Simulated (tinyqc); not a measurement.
Thinning the body: Gamma, L and X subbands of a thin body with non-parabolic valleys.

Hard walls, flat band, c = hbar^2/2m0, energies from the bulk Gamma edge. For a valley at angle theta to the normal 1/m_z = cos^2/ml + sin^2/mt and m_d = sqrt(ml mt^2/m_z). Subband n starts at E_v + e with e (1 + a e) = c (n pi/t)^2/m_z, and its density-of-states mass is taken as m_d (1 + 2 a e), without further growth at higher in-plane energy. Groups are named by valley and degeneracy.

n_i = g m/(2 pi c) kB T ln(1 + exp((EF - E_i)/kB T)), sum n_i = Ns (1e12/cm^2 = 1e-4/angstrom^2), c = hbar^2/2m0. Quantum capacitance Cq = 1602.176634 sum g m/(2 pi c) f_i in microfarad/cm^2 with f_i = 1/(1 + exp((E_i - EF)/kB T)); Cox = 34.5313/eot (one gate); C/Cox = Cq/(Cq + Cox), the centroid term left out.

Constants: hbar^2/2m0 = 3.80998211 eV angstrom^2; kB = 8.617333262e-05 eV/K.

Parameters, chosen for this exercise (near those of a thin InAs channel; not measured data): face = 100 (surface); mG = 0.0256 m0 (Gamma mass); aG = 2.24 1/eV (Gamma non-parabolicity); EL = 0.688 eV (L edge above Gamma); mL = (0.63, 0.052) m0 (L valleys (four, along <111>): ml, mt); EX = 0.995 eV (X edge above Gamma); mX = (1.125, 0.161) m0 (X valleys (three, along <100>): ml, mt); aS = 0.42 1/eV (non-parabolicity of L and X); Ns = 8.7 x 1e12/cm^2 (sheet density); T = 300 K (temperature); eot = 12 angstrom (equivalent oxide thickness); ts = (18, 24, 30, 40, 55, 75, 110) angstrom (thicknesses).

Lowest edge of each valley type, the lowest group, the Gamma share and C/Cox, with n = 1 to 8 of all groups.

Results:

| t (angstrom) | Gamma (eV) | L (eV) | X (eV) | lowest | Gamma share (%) | C/Cox |
|---|---|---|---|---|---|---|
| 18 | 1.217 | 1.757 | 1.094 | X1 | 9.2 | 0.844 |
| 24 | 0.867 | 1.366 | 1.052 | G1 | 94.0 | 0.795 |
| 30 | 0.659 | 1.154 | 1.032 | G1 | 100.0 | 0.702 |
| 40 | 0.455 | 0.969 | 1.016 | G1 | 100.0 | 0.644 |
| 55 | 0.293 | 0.844 | 1.006 | G1 | 100.0 | 0.593 |
| 75 | 0.185 | 0.774 | 1.001 | G1 | 100.0 | 0.732 |
| 110 | 0.099 | 0.729 | 0.998 | G1 | 100.0 | 0.700 |

What does the comparison show?

From 110 down to 18 angstrom Gamma rises by 1.12 eV, L by 1.03 and X by 0.10 eV, the light Gamma mass moving most. The lowest group changes from G1 to X1 between 24 and 18 angstrom. The Gamma share goes from 100 % to 9 %. C/Cox is 0.70 and 0.84 at the ends and lies between 0.59 and 0.84. Hard walls overstate the rise in the thinnest rows.

Computed by tinyqc, a small Python program: `OMP_NUM_THREADS=1 python tinyqc.py 1251238 1251239 out.jsonl` (the numbers bound the seed that draws the inputs); one thread of a shared host (Intel(R) Xeon(R) Processor @ 2.30GHz), about 0.02 s for the whole set of steps.
